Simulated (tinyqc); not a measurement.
Inside a calculation. Model: Born-Mayer model of an ionic crystal AB. Computed by tinyqc, a small Python program that keeps every step. Command: `OMP_NUM_THREADS=1 python tinyqc.py 3003476 3003477 out.jsonl bornmayer walk`. One thread of a shared host (Intel(R) Xeon(R) Processor @ 2.30GHz), about 0.01 s of CPU time with the checks. Intermediate numbers are printed to about 6 digits and carried at full precision; extremes and crossings named in words are read from the listed rows.

Energies are per ion pair and r is the nearest distance of unlike ions.

Inputs (values chosen for the exercise, for a model salt):

| quantity | value | unit |
|---|---|---|
| ionic charge z | 1 | - |
| unlike repulsion lambda | 1200 | eV |
| range rho | 0.328 | angstrom |
| like repulsion lambda2 | 852 | eV |
| dispersion C between like ions | 8.5 | eV angstrom^6 |
| pressure P | 5 | GPa |

Structure: zinc blende. Short range: with like-ion terms.

Constants: e^2/(4 pi eps_0) = 14.39964548 eV angstrom; 1 eV/angstrom^3 = 160.2176634 GPa.

## Equilibrium distance at zero pressure

Madelung constant M, unlike neighbours z1, like neighbours z2 at f r, volume per pair: rock salt 1.747565, 6, 12, sqrt2, 2 r^3; caesium chloride 1.762675, 8, 6, 2/sqrt3, 8 r^3/(3 sqrt3); zinc blende 1.638055, 4, 12, sqrt(8/3), 16 r^3/(3 sqrt3). U(r) = -M z^2 e^2/(4 pi eps_0 r) + z1 lambda exp(-r/rho) + z2 [lambda2 exp(-f r/rho) - C/(f r)^6] (one mean like-ion term for both sublattices). Newton steps on g(r) = U'(r), from r = 9 rho: r(new) = r - U'(r)/U''(r), with the move limited to 0.3 angstrom. Where U'' is negative, move 0.3 angstrom downhill. Stop when |U'| is below 1e-9.

Newton steps:

| step | r (angstrom) | U' (eV/angstrom) | U'' (eV/angstrom^2) |
|---|---|---|---|
| 1 | 2.95200 | 8.96187e-01 | 3.73804 |
| 2 | 2.71225 | -5.84353e-01 | 9.34105 |
| 3 | 2.77481 | -6.17549e-02 | 7.43178 |
| 4 | 2.78312 | -9.40954e-04 | 7.20633 |
| 5 | 2.78325 | -2.28122e-07 | 7.20284 |
| 6 | 2.78325 | -1.83464e-14 | 7.20283 |

equilibrium distance r0 = 2.78325 angstrom

## Terms of the lattice energy

The formulas are those given above.

terms (eV): Coulomb -8.47477, unlike repulsion 0.99090, like repulsion 0.00981, dispersion -0.01157

lattice energy U = -7.48564 eV per pair

The short-range terms together cancel 11.7 % of the Coulomb energy.

## Bulk modulus

B = U''(r0)/(9 c r0), with the volume written as c r^3.

U''(r0) = 7.20283 eV/angstrom^2

bulk modulus B = 14.9617 GPa

## Under pressure

With the volume written as c r^3, under pressure take the root at the minimum of the enthalpy and solve U'(r) + 3 c r^2 P = 0; H = U + P V; B = (U'' - 2 U'/r)/(9 c r).

distance at P = 2.59519 angstrom

volume at P = 53.8202 angstrom^3

enthalpy at P = -5.64383 eV per pair

bulk modulus at P = 34.8615 GPa

The volume shrinks by 18.93 %, against P/B = 33.42 % in linear elasticity: the crystal stiffens.

## Three structures under pressure

The formulas are those given above.

Enthalpy (eV per pair):

| P (GPa) | rock salt | caesium chloride | zinc blende |
|---|---|---|---|
| 0 | -7.6254 | -7.3646 | -7.4856 |
| 2 | -7.0167 | -6.8173 | -6.7023 |
| 5 | -6.1740 | -6.0534 | -5.6438 |
| 10 | -4.8903 | -4.8810 | -4.0639 |
| 20 | -2.5971 | -2.7702 | -1.2973 |
| 40 | 1.3815 | 0.9231 | 3.4060 |
| 70 | 6.5300 | 5.7390 | 9.3829 |
| 100 | 11.1036 | 10.0408 | 14.6226 |

volumes at zero pressure (angstrom^3): rock salt 50.7956, caesium chloride 45.4555, zinc blende 66.3888

At zero pressure the order is rock salt < zinc blende < caesium chloride. Between 10 and 20 GPa the lowest enthalpy passes from rock salt to caesium chloride. Pressure favours the denser structure, through P V. The Madelung constants, the number of repulsive contacts and the volumes (50.8, 45.5, 66.4 angstrom^3 at P = 0) all matter. Caution: rigid ions with fixed charges leave out polarisation and covalency, so such models often misplace transition pressures.

Checks made by the program: Madelung constant against an Ewald sum (relative difference 3e-08); Newton against bracketing (relative difference below 1e-10).
